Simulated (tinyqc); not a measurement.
## Floating body of a partially depleted SOI transistor: body voltage and kink: transfer curve and swing

Source at 0 V. Channel current Ic = 2 nf K Vt^2 [F(0) - F(Vd)](1 + la Vd), F(V) = ln^2(1 + exp((Vg - VT - nf V)/(2 nf Vt))), VT = VT0 - gb Vb. Saturation voltage Vs = 2 Vt sqrt(F(0)) + 3 Vt, excess Ve = (Vd - Vs + sqrt((Vd - Vs)^2 + 0.0004 V^2))/2, multiplication M1 = Ai Ve exp(-Bl/Ve). Each junction passes D(v) = J1 (exp(v/Vt) - 1) + J2 (exp(v/(2 Vt)) - 1). Bipolar current Ib = bb J1 (exp(Vb/Vt) - 1). The body settles where M1 (Ic + Ib) = D(Vb) + D(Vb - Vd) + Vb/Rb; drain current Id = (1 + M1)(Ic + Ib) - D(Vb - Vd).

Rows with more than one solution for Vb (latch) are left out; dId/dVd by a forward difference over 1e-4 V, swing = 1e-4 V over the change of log10 Id; M1 under 1e-12 is printed as 0.

Values chosen for this exercise; values of the order met in partially depleted silicon-on-insulator transistors:
- T = 330 K (temperature)
- VT0 = 0.35 V (threshold at zero body voltage)
- gb = 0.24 (fall of the threshold per volt of body voltage)
- nf = 1.46 (slope factor)
- K = 100 uA/(V^2 um) (gain factor per width)
- la = 0.09 1/V (channel-length modulation factor)
- Ai = 1.11 1/V (impact-ionisation prefactor)
- Bl = 4.4 V (impact-ionisation voltage)
- J1 = 2.2e-11 uA/um (diffusion saturation current of each junction)
- J2 = 2.2e-8 uA/um (recombination saturation current of each junction)
- bb = 3 (gain of the lateral bipolar transistor on the diffusion current)
- Rb = 1e9 kohm um (resistance of a weak body tie to the source (1e9 stands for no tie, and the term is then dropped))
- Vd = 1.2 V (drain voltage)

Constants: q = 1.602176634e-19 C, kB = 1.380649e-23 J/K, Vt = kB T/q. Results are converted to the units shown.

Results:
columns A: Vg (V); B: Vb (V); C: M1; D: Id, floating (uA/um); E: Id, grounded (uA/um); F: ratio; G: swing, floating (mV/decade); H: swing, grounded (mV/decade)
```
A          B         C         D         E      F      G      H
-0.1  0.1554   0.02386  1.286e-5  5.257e-6  2.446  69.00  96.21
0     0.3251   0.02367  3.751e-4  5.762e-5  6.510  71.16  96.34
0.1   0.4399   0.02293  0.007359  6.192e-4  11.88  84.63  97.93
0.2   0.5134   0.02075   0.08393  0.006189  13.56  108.9  103.1
0.4   0.5838   0.01215     1.563    0.2875  5.435  246.0  154.1
0.5   0.5950  0.008160     3.415     1.017  3.356  351.8  218.9
0.6   0.5980  0.005129     6.018     2.472  2.435  467.5  308.4
0.7   0.5953  0.002997     9.335     4.710  1.982  586.6  412.5
```

Estimate the missing row, Vg = 0.3 V.

Computed row:
columns A: Vg (V); B: Vb (V); C: M1; D: Id, floating (uA/um); E: Id, grounded (uA/um); F: ratio; G: swing, floating (mV/decade); H: swing, grounded (mV/decade)
```
A         B        C       D        E      F      G      H
0.3  0.5593  0.01674  0.4895  0.05097  9.604  161.4  118.1
```

With this row back in the table: Vb goes from 0.155 through a maximum of 0.598 (at Vg = 0.6 V among the rows listed) to 0.595 V. The smallest swing among the rows is 69.0 mV a decade with a floating body (at Vg = -0.1 V) and 96.2 with a grounded one; Vt ln 10 = 65.5. The floating swing is smaller by more than 3 % for Vg = -0.1, 0, 0.1 V, where the rising Vb lowers the threshold as Vg rises. In the first row the floating body raises the current by a factor of 2.45.

Range of the model: The multiplication law is an empirical form chosen for the exercise; self-heating and capacitive coupling to the body are left out, and the linear laws are rough once Vb passes about 0.7 V or M1 about 0.1.

Program tinyqc, `OMP_NUM_THREADS=1 python tinyqc.py 2182170 2182171 out.jsonl`; Intel Xeon 2.30GHz, shared host, one thread, about 0.2 s.
